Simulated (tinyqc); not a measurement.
Non-radiative capture by multiphonon emission, one effective mode: one step, computed by the program tinyqc.

The initial state (free carrier plus empty centre) lies dE above the final state; both have the same frequency and are displaced by dQ.

Task: Geometry of the two curves. dQ = sqrt(2 S (hbar^2/u)/hbar omega); relaxation energy lambda = S hbar omega; phonons needed P = dE/hbar omega; classical barrier E_b = (dE - lambda)^2/(4 lambda); occupation n = 1/(exp(hbar omega/k_B T) - 1).

Inputs (values chosen for the exercise, for a model semiconductor): energy released dE = 0.492 eV; phonon energy hbar omega = 32.2 meV; Huang-Rhys factor S = 9.71; temperature T = 300 K.

Centre: repulsive.

Constants: hbar^2/u = 4.18015928e-03 eV angstrom^2; k_B = 8.617333262e-05 eV/K.

Give: dQ; lambda; P; classical barrier E_b; occupation n.

Result:

dQ = 1.588 u^(1/2) angstrom

lambda = 0.312662 eV

P = 15.28

classical barrier E_b = 0.02572 eV

occupation n = 0.4041

dE exceeds lambda: the inverted case usual for deep centres, in which the curves cross on the far side of the initial minimum.
